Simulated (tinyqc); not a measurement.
Inside a calculation. Method: plane-wave Kohn-Sham cycle with exchange-only LDA in a layered model solid. One step of it, computed by the program tinyqc.

Problem. Iteration 1: levels at that k. Diagonalise the Hermitian matrix.

H (hartree), lower triangle:
```
,-2,-1,+0,+1,+2
-2,0.229034
-1,-0.385000,-0.144108
+0,0.045000,-0.385000,-0.218736
+1,0.000000,0.045000,-0.385000,0.005149
+2,0.000000,0.000000,0.045000,-0.385000,0.527548
```

Give: eigenvalues.

Solution.

eigenvalues (hartree): -0.7229  -0.3308  0.0965  0.5427  0.8134
